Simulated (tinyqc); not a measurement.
Bandgap voltage reference from two bipolar transistors: one step of the calculation.

Two transistors of area 1 and N carry the same current I. Is(T) = Is (T/T0)^eta exp[(Vg0 q/kB)(1/T0 - 1/T)], VBE1 = Vt ln(I/Is(T)) + I rb, VBE2 = Vt ln(I/(N Is(T))) + I rb/N. The amplifier forces I R1(T) = VBE1 - VBE2 + Vos, with R(T) = R (1 + tc (T - T0)) for both resistors, and the output is Vref = VBE1 + I R2(T). Base currents and the Early effect are neglected.

Problem. Resistor for zero slope at T0, ideal case. With tc = 0, Vos = 0 and rb = 0 the current is proportional to T, dVBE/dT = (VBE - Vg0 - (eta - 1) Vt)/T, and Vref has zero slope at T0 when Vref = Vg0 + (eta - 1) Vt0. Find VBE1, its slope, that Vref, R2/R1 and the curvature d2Vref/dT2 = -(eta - 1) kB/(q T0).

Parameters, values chosen for the exercise; values of the order met in silicon bipolar transistors: reference temperature T0 = 300 K; band-gap voltage extrapolated to 0 K Vg0 = 1.188 V; temperature exponent of the saturation current eta = 4; saturation current of the unit transistor at T0 Is = 1.1e-16 A; area ratio of the second transistor N = 8; resistor across which the difference of VBE falls, at T0 R1 = 10 kohm.

Constants: q = 1.602176634e-19 C, kB = 1.380649e-23 J/K. Results are converted to the units shown.

Give: VBE1; dVBE/dT; Vref; R2/R1; curvature.

Solution.

VBE1 = 0.63628 V
dVBE/dT = -2.0976 mV/K
Vref = 1.2656 V
R2/R1 = 11.706
curvature = -0.86173 uV/K^2

Computed by the program tinyqc: `OMP_NUM_THREADS=1 python tinyqc.py 2062197 2062198 out.jsonl`, one thread of a shared Intel Xeon 2.30GHz, about 0.02 s for the whole run.
